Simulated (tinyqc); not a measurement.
Isotype n-N heterojunction, non-linear Poisson equation by Newton steps, Boltzmann statistics: starts and damping rules compared.

One dimension, material 1 (n-type) at x < 0 and material 2 (n-type) at x > 0. Band edges: Ec = -psi in material 1 and -psi + dEc in material 2, Ev = Ec - Eg. Equilibrium, Fermi level at 0. n = Nc F((EFn - Ec)/Vt), p = Nv F((Ev - EFp)/Vt), with F(eta) = exp(eta) (Boltzmann statistics); full ionisation, no interface charge, classical densities; the doping types are chosen for the exercise.

a_i = eps0 eps_r/h_i for the interval from node i to i + 1, with h_i = x_(i+1) - x_i in cm.

n_i = Nc F(a_n), a_n = (V - Ec_i)/Vt; p_i = Nv F(a_p), a_p = (Ec_i - Eg)/Vt; rho_i = p_i - n_i + C_i with C = +N1 or +N2; g_i = (n_i + p_i)/Vt. Box widths w_i = (h_(i-1) + h_i)/2 in cm. Residual F_i = a_i (psi_(i+1) - psi_i) - a_(i-1) (psi_i - psi_(i-1)) + q rho_i w_i; Jacobian: a_(i-1) and a_i beside the diagonal, b_i = -a_(i-1) - a_i - q g_i w_i on it. The two end nodes are fixed.

Iterations until the largest undamped |d| is below 1e-9 V (the last, tiny step is counted), with a cap of 100; "overflow" would mean that an exponential left the range of double precision. Starts:
- neutral: psi_L on the nodes of material 1 and psi_R on those of material 2.
- smooth: psi_L + (psi_R - psi_L)(1 + tanh(x/s))/2 on the inner nodes with s = 55 nm, psi_L and psi_R on the ends.
- linear: A straight line in x from psi_L to psi_R.

Rules for the step d, which solves the tridiagonal system a_(i-1) d_(i-1) + b_i d_i + a_i d_(i+1) = -F_i:
- full Newton steps: the full step is added.
- logarithmic damping: each component d is damped to sign(d) Vt ln(1 + |d|/Vt) before it is added.
- steps capped at 4 Vt: if the largest |d| exceeds 4 Vt, the whole step is scaled down so that it equals 4 Vt.
- halved steps: half of the step is added while the largest |d| exceeds 1.5 Vt, the full step after that.

Values chosen for this exercise; band and dielectric values those of a made-up pair: temperature T = 400 K; band gap of material 1 Eg1 = 1.24 eV; relative permittivity of material 1 er1 = 11.8; conduction-band density of states of material 1 Nc1 = 4.36e19 cm^-3; valence-band density of states of material 1 Nv1 = 3.76e19 cm^-3; band gap of material 2 Eg2 = 1.52 eV; relative permittivity of material 2 er2 = 12; conduction-band density of states of material 2 Nc2 = 1.74e20 cm^-3; valence-band density of states of material 2 Nv2 = 1.37e20 cm^-3; conduction-band offset Ec2 - Ec1 dEc = 0.01 eV; donor density of material 1 N1 = 6.7e15 cm^-3; donor density of material 2 N2 = 3.2e17 cm^-3; bias of side 1 against side 2 V = 0 V.

Constants: q = 1.602176634e-19 C, kB = 1.380649e-23 J/K, Vt = kB T/q, eps0 = 8.8541878128e-14 F/cm where lengths are in cm. Results are converted to the units shown.

```
node  x (nm)  material
0       -589         1
1       -316         1
2       -167         1
3      -85.3         1
4        -41         1
5      -16.8         1
6       -3.6         1
7        3.6         2
8       12.4         2
9       23.2         2
10      36.4         2
11      52.6         2
12      72.4         2
```

eps_r, interval 0 to 11: 11.8  11.8  11.8  11.8  11.8  11.8  11.8992  12  12  12  12  12
psi_L = -0.302665 V
psi_R = -0.207105 V

Iterations needed:
```
         full Newton steps  logarithmic damping  steps capped at 4 Vt  halved steps
neutral                  5                    6                     5             6
smooth                   6                    5                     6             6
linear                   7                    8                     7             7
```

What does the table show?

The fewest iterations, 5, are needed by full Newton steps from the neutral start and steps capped at 4 Vt from the neutral start and logarithmic damping from the smooth start. Every pairing converges. Lowest count for the worst start: steps capped at 4 Vt, at most 7 iterations.

tinyqc, about 0.03 s, one thread, Intel Xeon 2.30GHz (shared host): `OMP_NUM_THREADS=1 python tinyqc.py 2040138 2040139 out.jsonl`
